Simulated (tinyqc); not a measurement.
# Abrupt p-n junction, non-linear Poisson equation by Newton steps: effects of single changes

One dimension, p side on the left, n side on the right; net doping C = -Na for x < 0 and +Nd for x > 0. The potential psi is counted from the intrinsic level, and the quasi-Fermi potentials are flat: 0 for holes and -V for electrons, so n = ni exp((psi + V)/Vt) and p = ni exp(-psi/Vt) (Boltzmann statistics, full ionisation, no current).

Inputs (values chosen for the exercise); band and dielectric values close to those of 4H silicon carbide:
- T = 273 K (temperature)
- Eg = 3.28 eV (band gap)
- eps_r = 9.51 (relative permittivity)
- Nc = 1.48e19 cm^-3 (conduction-band density of states at T)
- Nv = 2.17e19 cm^-3 (valence-band density of states at T)
- Na = 1.4e18 cm^-3 (acceptor density of the p side)
- Nd = 5.2e16 cm^-3 (donor density of the n side)
- V = 0.77 V (bias of the p side against the n side)

Constants: q = 1.602176634e-19 C, kB = 1.380649e-23 J/K, Vt = kB T/q, eps0 = 8.8541878128e-14 F/cm where lengths are in cm. Results are converted to the units shown.

Each table varies one quantity; the others keep the values above.

## Capacitance and field against bias

The Poisson equation d/dx(eps0 eps_r dpsi/dx) = -q (p - n + C) is solved on a mesh of more than 1000 nodes that ends in neutral material (psi_p = -Vt ln(Na/ni), psi_n = Vt ln(Nd/ni) - V). C_j = q d/dV of the integral of p over x, from the linearised equation. ni = sqrt(Nc Nv) exp(-Eg/(2 Vt)), Eg in volts. Depletion approximation: Vbi = Vt ln(Na Nd/ni^2), W = sqrt(2 eps0 eps_r (Vbi - V)(1/Na + 1/Nd)/q), xp = W Nd/(Na + Nd), xn = W Na/(Na + Nd), peak field 2 (Vbi - V)/W, capacitance eps0 eps_r/W. The last column applies it to an abrupt Na-Nd junction.

Capacitance and field against bias:

| V (V) | peak \|E\| (kV/cm) | C_j (nF/cm^2) | 1/C_j^2 (cm^4/uF^2) | eps0 eps_r/C_j (nm) | abrupt depletion C (nF/cm^2) |
|---|---|---|---|---|---|
| 0.46 | 221.9 | 36.24 | 761.5 | 232.4 | 35.91 |
| 0.15 | 234.8 | 34.24 | 853.2 | 246.0 | 33.96 |
| -0.15 | 246.6 | 32.58 | 941.9 | 258.4 | 32.35 |
| -0.46 | 258.3 | 31.11 | 1034 | 270.7 | 30.90 |
| -0.77 | 269.5 | 29.81 | 1125 | 282.5 | 29.63 |
| -1.08 | 280.2 | 28.67 | 1217 | 293.7 | 28.50 |
| -1.39 | 290.6 | 27.64 | 1309 | 304.6 | 27.50 |
| -1.69 | 300.3 | 26.75 | 1397 | 314.8 | 26.62 |
| -2 | 310.0 | 25.92 | 1489 | 324.9 | 25.80 |

With V going from 0.46 to -2 V, C_j falls from 36.2 to 25.9 nF/cm^2 and the peak field rises from 222 to 310 kV/cm. The slope of 1/C_j^2, read as N = 2/(q eps0 eps_r |slope|), gives 5.01e16 cm^-3 between the first two rows and 5.01e16 cm^-3 between the last two, against Na Nd/(Na + Nd) = 5.01e16 cm^-3; the slopes of all rows agree within 0.03 %, as for uniform doping at both edges. At the end C_j goes as (Vbi - V)^(-0.50) with Vbi = 3.08 V, and it is 0.47 % above the abrupt depletion formula (at the first row 0.91 % above it).

## Effect of the doping Na

Exact first integral for an abrupt junction with thick neutral sides: psi_p = -Vt ln(Na/ni), psi_n = Vt ln(Nd/ni) - V, psi_j = (Nd psi_n + Na psi_p - Vt (Nd - Na))/(Na + Nd) at the junction, n_j = ni exp((psi_j + V)/Vt), p_j = ni exp(-psi_j/Vt), and E_j^2 = (2 q/(eps0 eps_r)) [Nd (psi_n - psi_j - Vt) + Vt (n_j + p_j)] (minority densities of the neutral sides neglected).

The same in every row: ni (cm^-3) = 9.501e-12.

Results:

| Na (cm^-3) | Vbi (V) | W (nm) | share of W on the n side (%) | peak field, depletion (kV/cm) | peak field, exact (kV/cm) |
|---|---|---|---|---|---|
| 1.7e15 | 2.925 | 1173 | 3.166 | 36.74 | 36.47 |
| 1.2e16 | 2.971 | 487.1 | 18.75 | 90.36 | 89.39 |
| 3.2e16 | 2.994 | 343.5 | 38.10 | 129.5 | 128.1 |
| 8.5e16 | 3.017 | 270.5 | 62.04 | 166.1 | 164.3 |
| 2.2e17 | 3.039 | 238.1 | 80.88 | 190.6 | 188.6 |
| 5.9e17 | 3.062 | 224.5 | 91.90 | 204.2 | 202.1 |
| 1.6e18 | 3.086 | 219.8 | 96.85 | 210.7 | 209.1 |

Estimate the missing row, Na = 4.6e15 cm^-3.

Computed row:

| Na (cm^-3) | Vbi (V) | W (nm) | share of W on the n side (%) | peak field, depletion (kV/cm) | peak field, exact (kV/cm) |
|---|---|---|---|---|---|
| 4.6e15 | 2.948 | 736.0 | 8.127 | 59.19 | 58.54 |

With this row back in the table: As Na rises, Vbi rises from 2.92 to 3.09 V, 54.2 mV a decade (Vt ln 10), and W falls from 1170 to 220 nm. The exponent d ln W/d ln Na is -0.47 between the first two rows and -0.02 between the last two: the lighter-doped side sets the width, and Na passes Nd = 5.2e16 cm^-3 within the table. The depletion field is 0.73 % above the exact one in the first row and 0.74 % above it in the last.

Numbers from tinyqc (`OMP_NUM_THREADS=1 python tinyqc.py 2000118 2000119 out.jsonl`; about 0.02 s on one thread of a shared Intel Xeon 2.30GHz).
